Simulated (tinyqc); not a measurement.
What moves the results: Lorentz oscillators and the Kramers-Kronig relations. A value that a table varies takes the place of the one given here.

eps(E) = 1 + sum_j S_j/(E0_j^2 - E^2 - i G_j E).

Kramers-Kronig: eps1(E) = 1 + (2/pi) P integral_0^infinity E1 eps2(E1)/(E1^2 - E^2) dE1. Maclaurin rule on the grid E_j = j h, j = 1 .. M: eps1(E_i) = 1 + (4 h/pi) sum over j with j - i odd of E_j eps2(E_j)/(E_j^2 - E_i^2); nothing is added above E_M.

n + i k = sqrt(eps1 + i eps2) with k >= 0; R = ((n - 1)^2 + k^2)/((n + 1)^2 + k^2) at normal incidence from vacuum; alpha = 2 E k/(hbar c), times 1e8 for 1/cm; loss function Im(-1/eps) = eps2/(eps1^2 + eps2^2).

Constants: hbar c = 1973.269805 eV angstrom.

Values chosen for the exercise: E0 = (8.77, 12.21) eV (resonances); G = (1.51, 4.08) eV (widths); S = (74.7, 97.2) eV^2 (strengths); h = 0.4 eV (grid step); M = 30 (grid points E_j = j h); E_t = 3 eV (energy below the first line); E = 4.51 eV (photon energy).

## Numerical transform against the formula

Every third grid point is listed; the error is the transform minus the formula.

Dielectric function:

| E (eV) | eps2 | eps1 formula | eps1 transform | error |
|---|---|---|---|---|
| 0.80 | 0.030 | 2.634 | 2.335 | -0.298 |
| 2.00 | 0.080 | 2.691 | 2.444 | -0.247 |
| 3.20 | 0.146 | 2.808 | 2.494 | -0.314 |
| 4.40 | 0.250 | 3.016 | 2.750 | -0.266 |
| 5.60 | 0.449 | 3.381 | 3.025 | -0.356 |
| 6.80 | 0.971 | 4.071 | 3.761 | -0.310 |
| 8.00 | 3.268 | 5.081 | 4.633 | -0.448 |
| 9.20 | 4.763 | -0.158 | -0.607 | -0.449 |
| 10.40 | 2.146 | 0.236 | -0.471 | -0.707 |
| 11.60 | 2.237 | 0.390 | -0.484 | -0.873 |

The largest error listed is -0.873 at 11.60 eV. The rule samples every 2h = 0.8 eV and the narrowest line is 1.51 eV wide, so it is barely resolved. The grid ends at 12 eV, where eps2 is still 2.244; the error at the last point listed, nearest the missing tail, is -0.873.

## How far the spectrum must be known

The integrals are done by adaptive quadrature and cut at E_cut. f-sum share: (2/pi) integral of E eps2 over sum S. Static share: (2/pi) integral of eps2/E over eps(0) - 1.

Cut integrals:

| E_cut (eV) | eps1(E_t) | f-sum share | static share |
|---|---|---|---|
| 9.8 | 2.164 | 0.368 | 0.642 |
| 13.4 | 2.621 | 0.692 | 0.903 |
| 18.3 | 2.752 | 0.857 | 0.981 |
| 24.4 | 2.774 | 0.909 | 0.994 |
| 36.6 | 2.781 | 0.945 | 0.998 |
| 61.1 | 2.783 | 0.968 | 1.000 |

eps1(E_t) from the formula = 2.784

Cut at 13.4 eV, just above the last line, eps1(E_t) lacks 0.163; cut at 61.1 eV it lacks 0.000. At 18.3 eV the static sum has reached 0.981 and the f-sum only 0.857: the f-sum weights eps2 by E and the static sum by 1/E, so the f-sum needs the far tail.

## Optical constants across the spectrum

Spectrum:

| E (eV) | eps1 | eps2 | n | k | R | loss |
|---|---|---|---|---|---|---|
| 1.83 | 2.679 | 0.072 | 1.637 | 0.022 | 0.058 | 0.010 |
| 4.33 | 3.001 | 0.242 | 1.734 | 0.070 | 0.073 | 0.027 |
| 6.83 | 4.095 | 0.994 | 2.038 | 0.244 | 0.122 | 0.056 |
| 9.32 | -0.365 | 4.234 | 1.394 | 1.519 | 0.306 | 0.234 |
| 11.82 | 0.277 | 2.255 | 1.129 | 0.999 | 0.183 | 0.437 |
| 14.32 | -0.398 | 0.963 | 0.568 | 0.848 | 0.285 | 0.887 |
| 16.82 | 0.068 | 0.339 | 0.455 | 0.373 | 0.194 | 2.837 |
| 19.31 | 0.364 | 0.161 | 0.617 | 0.130 | 0.062 | 1.017 |
| 21.81 | 0.537 | 0.091 | 0.735 | 0.062 | 0.024 | 0.306 |
| 24.31 | 0.646 | 0.057 | 0.805 | 0.036 | 0.012 | 0.136 |
| 26.81 | 0.720 | 0.039 | 0.849 | 0.023 | 0.007 | 0.075 |
| 29.30 | 0.771 | 0.028 | 0.878 | 0.016 | 0.004 | 0.047 |

Among the energies listed the largest values are at (eV): eps2 9.32; n 6.83; k 9.32; R 9.32; loss 16.82. eps1 crosses zero at 9.14, 10.11, 12.25 and 16.40 eV; the last crossing is upward and marks the plasmon, against sqrt(sum S) = 13.11 eV for free electrons.

## What each oscillator parameter does

At the energy E. Each row changes one parameter from the base and keeps the others.

Results:

| case | eps1 | eps2 | n | k | R |
|---|---|---|---|---|---|
| base | 3.041 | 0.262 | 1.746 | 0.075 | 0.074 |
| E0 = (8.77, 12.821) eV | 2.966 | 0.242 | 1.724 | 0.070 | 0.071 |
| G = (1.51, 6.12) eV | 3.023 | 0.311 | 1.741 | 0.089 | 0.074 |
| S = (74.7, 116.64) eV^2 | 3.189 | 0.284 | 1.788 | 0.079 | 0.081 |
| E = 4.736 eV | 3.098 | 0.291 | 1.762 | 0.083 | 0.077 |

The largest shifts from the base row, up to three for each result and ties (the steps differ in size, so this ranks the rows, not the parameters). eps1: S +0.148, E0 -0.076, E +0.056. eps2: G +0.049, E +0.029, S +0.021, E0 -0.021. n: S +0.042, E0 -0.022, E +0.016. k: G +0.014, E +0.008, E0 -0.005. R: S +0.006, E0 -0.003, E +0.003; unchanged at the printed digits by G.

Run: tinyqc, `OMP_NUM_THREADS=1 python tinyqc.py 1681905 1681906 out.jsonl`; Intel(R) Xeon(R) Processor @ 2.30GHz, one thread, shared host; about 0.2 s of CPU time with all checks.
